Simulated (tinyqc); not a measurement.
From one set of inputs to another, one input at a time: mobility of a non-polar semiconductor in the relaxation-time approximation. Computed by tinyqc, a small Python program. Command: `OMP_NUM_THREADS=1 python tinyqc.py 3011539 3011540 out.jsonl rta ladder`. One thread of a shared host (Intel(R) Xeon(R) Processor @ 2.30GHz), about 0.02 s of CPU time with the checks.

Each valley is treated as a sphere of mass m_d for states and rates, with one isotropic relaxation time; the conductivity mass m_c sets the current.

The inputs printed are set A. Inputs not listed in the table keep their values of set A, so the rows need not describe a real material.

Inputs (values chosen for the exercise, for a model non-polar semiconductor):
```
quantity                                            value       unit
longitudinal mass m_l                                0.21        m_0
transverse mass m_t                                  0.21        m_0
equivalent valleys Z                                    1          -
non-parabolicity alpha                               0.33       1/eV
static permittivity eps_s                               8          -
density rho                                          5190     kg/m^3
sound velocity v_l                                   6850        m/s
acoustic deformation potential D_A                    6.3         eV
phonon energy hbar w                                 26.9        meV
optical or intervalley deformation potential D_o      6.9  1e8 eV/cm
final valleys Z_f                                       1          -
carrier density n                                 9.8e+16     1/cm^3
compensation ratio C                                    0          -
temperature T                                         300          K
```

Band: Kane. Impurity formula: Conwell-Weisskopf. Further scattering: none.

Constants: k_B = 8.617333262e-05 eV/K; m_0 = 9.1093837015e-31 kg; e = 1.602176634e-19 C; hbar = 1.054571817e-34 J s; eps_0 = 8.8541878128e-12 F/m; k_B = 1.380649e-23 J/K; hbar = 6.582119569e-16 eV s.

Method:
- m_d = (m_l m_t^2)^(1/3); 1/m_c = (1/m_l + 2/m_t)/3; Hall mass factor A = 3 K_m (K_m + 2)/(2 K_m + 1)^2, K_m = m_l/m_t; N_I = n (1 + C)/(1 - C).
- Kane band: hbar^2 k^2/(2 m) = E (1 + alpha E), speed v = hbar k/(m (1 + 2 alpha E)), states per spin, volume and energy g(E) = m k (1 + 2 alpha E)/(2 pi^2 hbar^2); overlap factors are set to 1. Here m = m_d. Masses are multiplied by m_0 and all formulas are in SI units.
- The reduced Fermi level eta = E_F/(k_B T) solves n = 2 Z int g f dE with f = 1/(1 + exp(x - eta)) (Z = 1 unless valleys are given); screening length L_s = sqrt(eps_s eps_0 k_B T/(e^2 dn/deta)), dn/deta = 2 Z int g f (1 - f) dE.
- Integrals over x = E/(k_B T) use 160 Gauss-Legendre points in u = sqrt(x) from 0 to sqrt(max(eta, 0) + 32).
- Phonon occupation N_q = 1/(exp(hbar w/(k_B T)) - 1).
- Acoustic deformation potential (elastic, equipartition, absorption and emission together): 1/tau = 2 pi k_B T D_A^2 g(E)/(hbar rho v_l^2).
- Optical or intervalley deformation potential: 1/tau = (pi Z_f D_o^2/(rho w)) [N_q g(E + hbar w) + (N_q + 1) g(E - hbar w)], with g = 0 below the band edge.
- Each optical term is multiplied by (1 - f(E'))/(1 - f(E)), E' the final energy, for Pauli blocking.
- Singly charged impurities, momentum relaxation: 1/tau = N_I e^4 m (1 + 2 alpha E) Phi/(8 pi (eps_s eps_0)^2 hbar^3 k^3), with alpha = 0 for a parabolic band.
- Conwell-Weisskopf: Phi = ln(1 + y^2), y = 4 pi eps_s eps_0 E N_I^(-1/3)/e^2 (largest impact parameter N_I^(-1/3)/2).
- mu = (m_d/m_c) (2 Z e/(3 n k_B T)) int g v^2 tau f (1 - f) dE.
- Averages over x are split at the emission threshold x_0 = hbar w/(k_B T): 64 Gauss-Legendre points in sqrt(x) below it and 128 in sqrt(x - x_0) above it, up to x = max(eta, 0) + 32.
- Rates are added at each energy before the average. With <y> = int g v^2 y f (1 - f) dE: Hall factor r_H = A (3 n k_B T/(2 Z m_d)) <tau^2/(1 + 2 alpha E)>/<tau>^2 (alpha = 0 for a parabolic band); Hall mobility r_H mu; |S| = (k_B/e) (<x tau>/<tau> - eta); resistivity 1/(n e mu).

Each row keeps all changes above it; columns: (1) input moved; (2) from; (3) to; (4) Seebeck coefficient |S| (microvolt/K); (5) acoustic mobility (cm^2/(V s)); (6) ionised impurity mobility (cm^2/(V s)):
```
(1)                                                               (2)      (3)    (4)    (5)   (6)
set A                                                               -        -  495.6  17001  5139
longitudinal mass m_l (m_0)                                      0.21     1.53  549.7   4505  5078
acoustic deformation potential D_A (eV)                           6.3      9.5  547.2   1981  5078
carrier density n (1/cm^3)                                    9.8e+16  2.2e+19  148.4   1382   108
sound velocity v_l (m/s)                                         6850    18300  152.2   9864   108
optical or intervalley deformation potential D_o (1e8 eV/cm)      6.9      8.8  147.7   9864   108
non-parabolicity alpha (1/eV)                                    0.33     0.19  147.8  10374   112
transverse mass m_t (m_0)                                        0.21    0.281  161.4   6322    92
```

Where does the difference come from?

Seebeck coefficient |S| goes from 496 to 161, a factor 0.326 in all. The largest single move comes from carrier density n (a factor 0.271). Acoustic mobility goes from 17000 to 6320, a factor 0.372 in all. The largest single move comes from sound velocity v_l (a factor 7.14), but it runs against the net change; the largest move in the direction of the net change is longitudinal mass m_l (a factor 0.265). Ionised impurity mobility goes from 5140 to 91.9, a factor 0.0179 in all. The largest single move comes from carrier density n (a factor 0.0214). The single moves hold for this order of the switches; the total does not depend on the order.

Caution (rows carrier density n, sound velocity v_l, optical or intervalley deformation potential D_o, non-parabolicity alpha, transverse mass m_t): above a few 1e18 per cm^3 the Born approximation, static screening and an unperturbed band are rough; measured mobilities are usually lower.

Extremes, crossings and ranges named in words are read from the listed rows.
